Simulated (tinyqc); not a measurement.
Minority-electron transport through the base of a bipolar transistor (Moll-Ross and Kroemer integrals): one step, computed by the program tinyqc.

Low injection, one dimension, x from the emitter edge (0) to the collector edge (W), s = x/W. Recombination is treated as a small correction (valid for tau_B well below tau_n), computed from the stored charge.

Problem. Gain and speed. Emitter-limited gain beta_E = G_E/G_B; recombination-limited gain beta_R = tau_n/tau_B; 1/beta = 1/beta_E + 1/beta_R; f_T from the base alone = 1/(2 pi tau_B).

Inputs (values chosen for the exercise, modelled on SiGe): electron lifetime tau_n = 2.1 ns; emitter Gummel number G_E = 1.7e+13 s/cm^4; temperature T = 300 K.

Base doping profile: exponential. Gap grading: none. Exit of the base: infinite sink.

base Gummel number G_B = 6.040944e+12 s/cm^4

base transit time tau_B = 24.08603 ps

Give: beta_E; beta_R; current gain beta; f_T from the base alone.

Solution.

beta_E = 2.814

beta_R = 87.19

current gain beta = 2.726

f_T from the base alone = 6.608 GHz

The gain is limited mainly by hole injection into the emitter (97 % of the base current).
